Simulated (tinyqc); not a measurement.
What each parameter does: strain-driven crossing of the Gamma and L valleys in a germanium-like crystal.

Biaxial loads: e0 is the in-plane strain e_par and the normal is free. (001): e_perp = -2 (C12/C11) e_par; exx = eyy = e_par, ezz = e_perp, no shear. (111): e_perp = -(2 C11 + 4 C12 - 4 C44)/(C11 + 2 C12 + 4 C44) e_par; exx = eyy = ezz = (2 e_par + e_perp)/3 and exy = eyz = ezx = (e_perp - e_par)/3. (110): e_perp = -(C11 + 3 C12 - 2 C44)/(C11 + C12 + 2 C44) e_par; exx = eyy = (e_par + e_perp)/2, ezz = e_par, exy = (e_perp - e_par)/2, eyz = ezx = 0. Uniaxial loads: a stress along n, scaled so that n.e.n = e0, with exx = s11 sxx + s12 (syy + szz), exy = s44 sxy/2, s11 = (C11 + C12)/((C11 - C12)(C11 + 2 C12)), s12 = -C12/((C11 - C12)(C11 + 2 C12)), s44 = 1/C44.

Edges from the unstrained valence top: Gamma at Eg + ac tr(e); an L valley with unit axis u at EgL + aL tr(e) + XuL (u.e.u - tr(e)/3), u along [111], [1-1-1], [-11-1], [-1-11]; valence edges are the levels of the 6 x 6 matrix of X, Y, Z times spin with -Dso/3 + l exx + m (eyy + ezz) on the diagonal (cyclic), n exy off it, l = av + 2 b, m = av - b, n = sqrt(3) d. Spin-orbit term (Dso/3) L.sigma on X, Y, Z with (L_k)_ij = -i epsilon_kij: <X+|H|Y+> = -i Dso/3, <X+|H|Z-> = Dso/3, <Y+|H|Z-> = -i Dso/3, <Z+|H|X-> = -Dso/3, <Z+|H|Y-> = i Dso/3, <X-|H|Y-> = i Dso/3, and their conjugates; + and - are the spin along z.

Inputs chosen for the exercise (near those of Ge, gaps at low temperature; shifted at random, so the results belong to these values and not to a real crystal): Eg = 0.898 eV (gap at Gamma to the s-like level); EgL = 0.753 eV (gap to L); Dso = 0.285 eV (spin-orbit splitting); ac = -8.32 eV (conduction deformation potential); av = 1.26 eV (valence hydrostatic potential); b = -2.6 eV (tetragonal shear potential); d = -5.39 eV (trigonal shear potential); aL = -1.38 eV (hydrostatic potential of the L edge, Xd + Xu/3); XuL = 15.52 eV (uniaxial potential, L); C11 = 130.2 GPa; C12 = 49.1 GPa; C44 = 67.8 GPa; load = uniaxial [110] (kind of strain); e0 = 0.0341 (size of the strain).

Direct gap, Gamma minus the lowest L edge and the valence splitting.

Results for these values:

| case | direct gap (eV) | Gamma - L (meV) | valence splitting (meV) |
|---|---|---|---|
| base | 0.5733 | 181.8 | 146.5 |

What happens to each result for C12 = 56.465 GPa, all else kept?

Answer: direct gap rises from 0.5733 to 0.5818; Gamma - L rises from 181.8 to 189.8; valence splitting rises from 146.5 to 156.6.

The same for each parameter in turn:

| case | direct gap (eV) | Gamma - L (meV) | valence splitting (meV) |
|---|---|---|---|
| base | 0.5733 | 181.8 | 146.5 |
| b = -2.99 eV | 0.5597 | 181.8 | 164.6 |
| C44 = 57.63 GPa | 0.5913 | 208.0 | 138.5 |
| ac = -7.072 eV | 0.5992 | 207.6 | 146.5 |
| d = -6.1985 eV | 0.5651 | 181.8 | 143.7 |
| e0 = 0.03921 | 0.5238 | 187.3 | 157.4 |
| C12 = 56.465 GPa | 0.5818 | 189.8 | 156.6 |
| av = 1.449 eV | 0.5694 | 181.8 | 146.5 |

Program tinyqc; command `OMP_NUM_THREADS=1 python tinyqc.py 1080078 1080079 out.jsonl`; about 0.01 s on one thread of a shared Intel(R) Xeon(R) Processor @ 2.30GHz.
